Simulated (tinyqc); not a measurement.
Deformation-potential model of the X valleys of a conduction band: one step. Piezoresistance from repopulation. Two cases, with inputs chosen for the exercise.

Question. For small stress d(rho)/rho = pi X. For valleys on the cube axes pi11 = -(2/3) Xu (s11 - s12)/kT x (K - 1)/(2K + 1), pi12 = -pi11/2, pi44 = 0, K = ml/mt. For stress along [110]: pi_l = (pi11 + pi12 + pi44)/2 with the current along it and pi_t = (pi11 + pi12 - pi44)/2 with the current along [1-10]. 1/GPa = 100 x 1e-11/Pa.

Constants: kB = 8.617333262e-05 eV/K.

Give: K; pi11, pi12, pi44; pi_l, pi_t for [110].

Case 1.

Values chosen (near those of AlAs; not measured data): ml = 1.088 m0 (longitudinal mass); mt = 0.207 m0 (transverse mass); Xu = 5.71 eV (uniaxial potential); T = 400 K (temperature).

s11, s12, s44 (1/TPa): 11.368688  -3.556685  19.569472

Answer.

K = 5.256

pi11, pi12, pi44 (1e-11/Pa): -60.9  30.5  0.0

pi_l, pi_t for [110] (1e-11/Pa): -15.2  -15.2

Case 2.

Values chosen (near those of AlAs; not measured data): ml = 1.129 m0 (longitudinal mass); mt = 0.194 m0 (transverse mass); Xu = 5.66 eV (uniaxial potential); T = 300 K (temperature).

s11, s12, s44 (1/TPa): 10.782623  -3.242622  18.518519

Answer.

K = 5.820

pi11, pi12, pi44 (1e-11/Pa): -78.1  39.0  0.0

pi_l, pi_t for [110] (1e-11/Pa): -19.5  -19.5

Only the transfer between valleys is counted; changes of mass and of intervalley scattering add to it in a real crystal.

Computed by tinyqc, one run a case: `OMP_NUM_THREADS=1 python tinyqc.py N N+1 out.jsonl` with N = 1080332, 1080727; one thread of a shared Intel(R) Xeon(R) Processor @ 2.30GHz, about 0.05 s a run at most.
